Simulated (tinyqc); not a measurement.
Inside a calculation. Method: geometry optimisation on the B3LYP (VWN-RPA form)/sto-6g surface (energies and gradients from PySCF), for BeH+, spin multiplicity 1. Computed by tinyqc, a small Python program that keeps every step (integrals from PySCF). Settings: charge = 1, multiplicity = 1, basis = sto-6g, functional = b3lyp, optimiser = sd, first Hessian = 0.15, largest step = 0.5, iteration cap = 30. Command: `OMP_NUM_THREADS=1 python tinyqc.py 22333 22334 out.jsonl` (the two numbers bound the seeds that draw the settings). One thread of a shared host (Intel(R) Xeon(R) Processor @ 2.60GHz), about 10 s of CPU time with the checks.

positions at the start (bohr):
```
            x         y         z
1Be  0.000000  0.000000  0.000000
2H   0.000000  0.000000  2.874273
```

Stop when the largest gradient component is below 3e-5 hartree/bohr.

Course of the optimisation:
```
step   E (hartree)  largest gradient (hartree/bohr)
1     -14.91253852                         4.45e-02
2     -14.91441799                         6.02e-02
3     -14.90700887                         5.27e-02
4     -14.91467058                         5.89e-02
5     -14.90678485                         5.30e-02
6     -14.91471566                         5.87e-02
7     -14.90674422                         5.30e-02
8     -14.91472405                         5.86e-02
9     -14.90673664                         5.30e-02
10    -14.91472562                         5.86e-02
11    -14.90673522                         5.30e-02
12    -14.91472591                         5.86e-02
13    -14.90673495                         5.30e-02
14    -14.91472597                         5.86e-02
15    -14.90673490                         5.30e-02
16    -14.91472598                         5.86e-02
17    -14.90673489                         5.30e-02
18    -14.91472598                         5.86e-02
19    -14.90673489                         5.30e-02
20    -14.91472598                         5.86e-02
21    -14.90673489                         5.30e-02
22    -14.91472598                         5.86e-02
23    -14.90673489                         5.30e-02
24    -14.91472598                         5.86e-02
25    -14.90673489                         5.30e-02
26    -14.91472598                         5.86e-02
27    -14.90673489                         5.30e-02
28    -14.91472598                         5.86e-02
29    -14.90673489                         5.30e-02
30    -14.91472598                         5.86e-02
```

Can the last value be used, and what does the course show?

Not by the stop rule. Not converged within 30 steps: the energy rises at some steps, so steps overshoot. Reruns: method bfgs, first Hessian 0.6, largest step 0.3: converged in 6 (E = -14.92125).
